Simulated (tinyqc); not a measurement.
Bound state in one dimension: Numerov shooting, finite differences, DVR, step by step. Computed by tinyqc, a small Python program that keeps every step. Settings: points = 48. Command: `OMP_NUM_THREADS=1 python tinyqc.py 31803 31804 out.jsonl` (the two numbers bound the seeds that draw the settings). One thread of a shared host (Intel(R) Xeon(R) Processor @ 2.60GHz), about 0.01 s of CPU time with the checks.

## Numerov steps at E = -11.72

One particle of mass 1 in V = -11.96 exp(-x^2/2.46^2) (atomic units), psi = 0 at both ends:
```
parameter                value
left end                    -7
right end                    7
intervals                   48
h                     0.291667
state sought (nodes)         0
```

k_i = 2 m (E - V_i); (1 + h^2 k_(i+1)/12) y_(i+1) = 2 (1 - 5 h^2 k_i/12) y_i - (1 + h^2 k_(i-1)/12) y_(i-1), from y_0 = 0, y_1 = 0.001.

Points along the way:
```
i           x           V           k               y
0   -7.000000   -0.003641  -23.432718        0.000000
1   -6.708333   -0.007050  -23.425901        0.001000
2   -6.416667   -0.013271  -23.413458        0.004389
3   -6.125000   -0.024289  -23.391422        0.018257
4   -5.833333   -0.043223  -23.353553        0.075654
5   -5.541667   -0.074785  -23.290430        0.313008
16  -2.333333   -4.864177  -13.711646   758693.743430
17  -2.041667   -6.005992  -11.428015  2222174.356100
18  -1.750000   -7.210247   -9.019506  5939458.900700
19  -1.458333   -8.415995   -6.608010        1.43e+07
20  -1.166667   -9.551041   -4.337917        3.07e+07
21  -0.875000  -10.538673   -2.362654        5.82e+07
```

## Bisection on the node count

With more sign changes than the state has nodes (the last point included) the energy is too high, else too low; the bracket starts as -11.72 to -0.05.

Trials:
```
trial             E  sign changes  y at the right end   next
1       -5.88500000             3           -5.90e+08  lower
2       -8.80250000             2            1.32e+14  lower
3      -10.26125000             1           -5.65e+16  lower
4      -10.99062500             1           -1.17e+16  lower
5      -11.35531250             0            2.69e+18  raise
6      -11.17296875             0            6.47e+17  raise
7      -11.08179688             0            2.16e+17  raise
8      -11.03621094             0            8.31e+16  raise
9      -11.01341797             0            3.15e+16  raise
10     -11.00202148             0            8.92e+15  raise
11     -10.99632324             1           -1.62e+15  lower
12     -10.99917236             0            3.59e+15  raise
13     -10.99774780             0            9.71e+14  raise
14     -10.99703552             1           -3.28e+14  lower
...             ...           ...                 ...    ...
29     -10.99721588             1           -3.28e+10  lower
30     -10.99721589             1           -1.30e+10  lower
31     -10.99721589             1           -3.15e+09  lower
```

eigenvalue = -10.99721589 hartree

## The same grid by other methods

Three-point finite differences and the sine-DVR kinetic matrix of Colbert and Miller on the same points.

Lowest levels (hartree):
```
state  finite differences         DVR
0              -11.006577  -10.997015
1               -9.179504   -9.135560
2               -7.509293   -7.406202
```
